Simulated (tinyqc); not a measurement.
From results back to parameters: Lorentz oscillators and the Kramers-Kronig relations. Four cases, with inputs chosen for the exercise.

Problem. Below the gap a single undamped oscillator gives n^2 - 1 = Eo Ed/(Eo^2 - E^2) (Wemple-DiDomenico). Two refractive indices were computed from hidden Eo and Ed.

Case 1.

Values chosen: Ea = 0.88 eV; Eb = 2.49 eV.
n(Ea) = 3.170883
n(Eb) = 3.920269

Case 2.

Values chosen (out of a larger set: line positions loosely like those of GaN; Lorentz tails absorb below the gap, where the real solid is clear; not measured data): Ea = 0.81 eV; Eb = 2.59 eV.

n(Ea) = 2.238933
n(Eb) = 2.372161

Case 3.

Values chosen (out of a larger set: line positions loosely like those of Si; Lorentz tails absorb below the gap, where the real solid is clear; not measured data): Ea = 0.89 eV; Eb = 2.31 eV.

n(Ea) = 3.576043
n(Eb) = 4.081185

Case 4.

Values chosen: Ea = 0.99 eV; Eb = 2.03 eV.
n(Ea) = 1.874876
n(Eb) = 1.922114

Find: Eo; Ed; n at E = 0.
Solution. 1/(n^2 - 1) = Eo/Ed - E^2/(Eo Ed) is a straight line in E^2: slope -1/(Eo Ed), intercept Eo/Ed.

Case 1.

Eo = 3.93 eV
Ed = 33.8 eV
n at E = 0 = 3.098

Case 2.

Eo = 6.80 eV
Ed = 26.9 eV
n at E = 0 = 2.226

Case 3.

Eo = 4.38 eV
Ed = 49.5 eV
n at E = 0 = 3.507

Case 4.

Eo = 6.94 eV
Ed = 17.1 eV
n at E = 0 = 1.861

Computed by tinyqc, one run a case: `OMP_NUM_THREADS=1 python tinyqc.py N N+1 out.jsonl` with N = 1652418, 1652451, 1652461, 1652551; one thread of a shared Intel(R) Xeon(R) Processor @ 2.30GHz, about 0.2 s a run at most.
